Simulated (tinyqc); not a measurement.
# From attractive threshold back to half-width of the conduction band W_c

Model: deep trap from a strong local potential in a two-band host (Koster-Slater model with semi-elliptic bands). Computed by tinyqc, a small Python program. Command: `OMP_NUM_THREADS=1 python tinyqc.py 3028816 3028817 out.jsonl deeptrap inv`. One thread of a shared host (Intel(R) Xeon(R) Processor @ 2.30GHz), about 0.03 s of CPU time with the checks.

The valence band spans -2 W_v to 0 and the conduction band E_g to E_g + 2 W_c. The orbital at the impurity site has weight f_v in the valence band and 1 - f_v in the conduction band, each spread as a semi-ellipse (2/(pi W^2)) sqrt(W^2 - x^2) about the band centre. The impurity adds U to this orbital. Spin is left out.

Inputs (values chosen for the exercise, for a model semiconductor): gap E_g = 6.39 eV; half-width of the valence band W_v = 5.5 eV; valence weight f_v of the site orbital = 0.41.

Impurity: repulsive, acceptor-like.

Method. In the gap G(E) = f_v (2/W_v^2)[x - sqrt(x^2 - W_v^2)] - (1 - f_v)(2/W_c^2)[y - sqrt(y^2 - W_c^2)], x = E + W_v, y = E_g + W_c - E. G falls across the gap from G(0) to G(E_g). A repulsive U binds if U > 1/G(0), an attractive one if U < 1/G(E_g); the vacancy level (U infinite) solves G(E) = 0 (bisection).

Task: A run gave the result below. Find the half-width of the conduction band W_c, known to lie between 4 and 11 eV.

attractive threshold = -5.825224 eV

Result:

Each step takes the trial c = (a f_b - b f_a)/(f_b - f_a), f being the result less the target and a, b, c the logarithms of the listed values; c replaces end b, the old b replaces a if the sign of f changed, and otherwise f_a is halved.

Scan of the range:

| half-width of the conduction band W_c (eV) | attractive threshold (eV) |
|---|---|
| 4.00 | -3.8693 |
| 4.73 | -4.6967 |
| 5.60 | -5.7419 |
| 6.63 | -7.0710 |
| 7.85 | -8.7902 |
| 9.29 | -11.0543 |
| 11.00 | -14.1409 |

False position (Illinois rule, in the logarithm of the input) inside the bracket:

| step | end a | end b | trial | attractive threshold (eV) |
|---|---|---|---|---|
| 1 | 5.60000 | 6.63000 | 5.65959 | -5.81599 |
| 2 | 6.63000 | 5.65959 | 5.66619 | -5.82421 |
| 3 | 6.63000 | 5.66619 | 5.66763 | -5.82601 |
| 4 | 5.66619 | 5.66763 | 5.66700 | -5.82522 |
| 5 | 5.66763 | 5.66700 | 5.66700 | -5.82522 |

Attractive threshold falls at every point of a 13-point scan of the range (every second point is shown), so one value fits; it is bracketed by 5.60 and 6.63. Answer: half-width of the conduction band W_c = 5.667 eV.
